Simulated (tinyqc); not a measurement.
Donor near an oxide interface in a gate field (two-state model): sweeps and comparisons. A value that a table varies takes the place of the one given here.

Interface at z = 0 (hard wall), donor at z = d, field F pulling electrons to the interface: potential e F z; 1 kV/cm = 1e-5 eV/angstrom, c = hbar^2/2m0, q = e^2/(4 pi eps0), Q = (eps - eo)/(eps + eo). Donor state: E_D = e F d - ED - q Q/(4 eps d), the last term joining the images of ion and electron. Interface state: z exp(-b z/2) exp(-rho^2/(2 L^2)) with E_z = c b^2/(4 mz) + 3 e F/b + q Q b/(8 eps), minimised over b; in the plane at z = 3/b the ion (distance D = d - 3/b) and its image (D' = d + 3/b) give E_rho = c/(mt L^2) - (q/eps)(sqrt(pi)/L)[erfcx(D/L) + Q erfcx(D'/L)], erfcx(x) = exp(x^2) erfc(x), minimised over L. E_I = E_z + E_rho.

The two states couple by t = t0 exp(-D/aD) with t0 = q/(eps aD) (2 aD/L) sqrt(aD b/2) v, v a valley factor; this form is an estimate. With detuning u = E_D - E_I the splitting is sqrt(u^2 + 4 t^2) and the lower state has weight (1 - u/sqrt(u^2 + 4 t^2))/2 on the donor.

Constants: hbar^2/2m0 = 3.80998211 eV angstrom^2; e^2/(4 pi eps0) = 14.39964547 eV angstrom.

Inputs chosen for the exercise (near those of a donor in Si below Si3N4, static dielectric constants; shifted at random, so the results belong to these values and not to a real crystal):

| symbol | value | unit | meaning |
|---|---|---|---|
| d | 160 | angstrom | depth of the donor |
| ED | 46.3 | meV | bulk binding energy |
| mz | 0.922 | m0 | mass across the interface |
| mt | 0.185 | m0 | mass in the plane |
| eps | 11.6 |  | dielectric constant of the semiconductor |
| eo | 7.5 |  | dielectric constant of the oxide |
| aD | 20 | angstrom | donor radius |
| v | 0.46 |  | valley factor |
| Fl | (39.301, 39.463, 39.527, 39.56, 39.592, 39.657, 39.819) | kV/cm | fields |
| dl | (65, 90, 120, 155, 200, 250) | angstrom | depths |

## Sweeping the field

Both levels, the splitting, the donor weight and the mean depth w d + (1 - w) 3/b.

Results:

| F (kV/cm) | E_D (meV) | E_I (meV) | splitting (meV) | donor weight | mean depth (angstrom) |
|---|---|---|---|---|---|
| 39.301 | 16.165 | 16.476 | 0.314 | 0.996 | 159.5 |
| 39.463 | 16.424 | 16.541 | 0.123 | 0.974 | 156.8 |
| 39.527 | 16.527 | 16.566 | 0.0556 | 0.853 | 142.2 |
| 39.560 | 16.580 | 16.579 | 0.0393 | 0.495 | 98.6 |
| 39.592 | 16.631 | 16.592 | 0.0553 | 0.149 | 56.5 |
| 39.657 | 16.735 | 16.618 | 0.123 | 0.026 | 41.5 |
| 39.819 | 16.994 | 16.682 | 0.315 | 0.004 | 38.8 |

What does this show, and why?

E_D rises by 1.60 and E_I by 0.40 meV per kV/cm, so they cross once, near 39.6 kV/cm, where the splitting is 2t = 0.0393 meV. The donor weight passes from 0.85 to 0.15 while the detuning goes from -2t to 2t, a window of 0.065 kV/cm or 0.17 % of the field; across the table the charge moves by 121 angstrom.

## Depth of the donor

Critical field, and the coupling, E_rho and L at that field.

Results:

| d (angstrom) | critical field (kV/cm) | e F d/ED | t (meV) | E_rho (meV) | L (angstrom) |
|---|---|---|---|---|---|
| 65 | 123.4 | 1.733 | 2.8 | -16.78 | 62 |
| 90 | 80.1 | 1.558 | 0.73 | -12.62 | 78 |
| 120 | 55.9 | 1.449 | 0.15 | -9.76 | 96 |
| 155 | 41.1 | 1.375 | 0.025 | -7.74 | 115 |
| 200 | 30.5 | 1.316 | 0.0026 | -6.13 | 138 |
| 250 | 23.6 | 1.274 | 0.00021 | -4.99 | 162 |

What can be read from the table?

The critical field falls from 123 to 24 kV/cm, with exponent -1.23 in d, while t drops by a factor 1.3e+04, about e for each 20 angstrom at the end (aD = 20). One lattice plane (1.36 angstrom) of misplacement changes t by 7 % and the critical field by about 1.4 % at 120 angstrom.

## What each parameter does

Critical field (E_D = E_I), and t and L there. Each row changes one parameter from the base and keeps the others.

Results:

| case | critical field (kV/cm) | t (meV) | L (angstrom) |
|---|---|---|---|
| base | 39.6 | 0.0197 | 117.5 |
| d = 175 angstrom | 35.6 | 0.00920 | 125.3 |
| ED = 52.3 meV | 44.5 | 0.0184 | 118.3 |
| aD = 22 angstrom | 39.6 | 0.0359 | 117.5 |
| mz = 0.784 m0 | 40.4 | 0.0210 | 116.7 |
| mt = 0.213 m0 | 39.4 | 0.0208 | 111.4 |
| eo = 11.2 | 38.2 | 0.0178 | 122.1 |
| eps = 12.3 | 40.0 | 0.0182 | 119.7 |

What does this show?

The largest shifts from the base row, up to three for each result and ties (the steps differ in size, so this ranks the rows, not the parameters). critical field (kV/cm): ED +4.9, d -4.0, eo -1.4; unchanged at the printed digits by aD. t (meV): aD +0.0162, d -0.0105, eo -0.00189. L (angstrom): d +7.7, mt -6.1, eo +4.6; unchanged at the printed digits by aD.

(tinyqc, `OMP_NUM_THREADS=1 python tinyqc.py 1251034 1251035 out.jsonl`, Intel(R) Xeon(R) Processor @ 2.30GHz, 1 thread, shared host, about 0.08 s.)
